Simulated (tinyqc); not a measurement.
From results back to parameters: Koster-Slater impurity in an sp3s* host.

Problem. In the Koster-Slater model a defect shifts the s level of its site by Vs and the p levels by Vp; an A1 level solves 1/Vs = G_s(E) and a T2 level 1/Vp = G_p(E), E from the top of the valence band. A defect has an A1 level at E = 0.3900 eV, one of the energies of the table, and a T2 level at 1.1701 eV.

G(E) of the host (1/eV):

| E (eV) | G_s | G_p |
|---|---|---|
| 0.0000 | -0.1021980 | -0.0067378 |
| 0.1950 | -0.1222784 | -0.0370103 |
| 0.3900 | -0.1456967 | -0.0610140 |
| 0.5850 | -0.1738812 | -0.0837823 |
| 0.7800 | -0.2090442 | -0.1075651 |
| 0.9751 | -0.2549242 | -0.1344697 |
| 1.1701 | -0.3185648 | -0.1675936 |
| 1.3651 | -0.4156232 | -0.2130832 |
| 1.5601 | -0.5937467 | -0.2877790 |

Find: Vs, Vp.

Solution. Read G_s and G_p at the two energies and invert them. Vs is attractive and pulls its level down from the conduction bands. Vp is attractive and pulls its level down from the conduction bands.

Vs, Vp (eV): -6.9  -6.0

Computed by tinyqc, a small Python program: `OMP_NUM_THREADS=1 python tinyqc.py 1451394 1451395 out.jsonl` (the numbers bound the seed that draws the inputs); one thread of a shared host (Intel(R) Xeon(R) Processor @ 2.30GHz), about 0.01 s for the whole set of steps.
